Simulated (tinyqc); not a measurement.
In-plane mass from two subband densities.

Question. At zero temperature each occupied subband holds N_k = D (EF - E_k), D = md m0 q/(pi hbar^2) per eV. Two subbands are occupied. Find md, EF - E1 and EF - E2.

Constants: q = 1.602176634e-19 C, hbar = 1.054571817e-34 J s, m0 = 9.1093837015e-31 kg. Results are converted to the units shown.

N1, N2 (cm^-2): [2.8049016e12, 8.1e10]
E2 - E1 = 33.1 meV

Answer. N1 - N2 = D (E2 - E1) gives D and so md; each N_k/D is a distance to EF.

md = 0.1970 m0
EF - E1 = 34.08 meV
EF - E2 = 0.9843 meV

Program tinyqc, `OMP_NUM_THREADS=1 python tinyqc.py 2140041 2140042 out.jsonl`; Intel Xeon 2.30GHz, shared host, one thread, about 0.3 s.
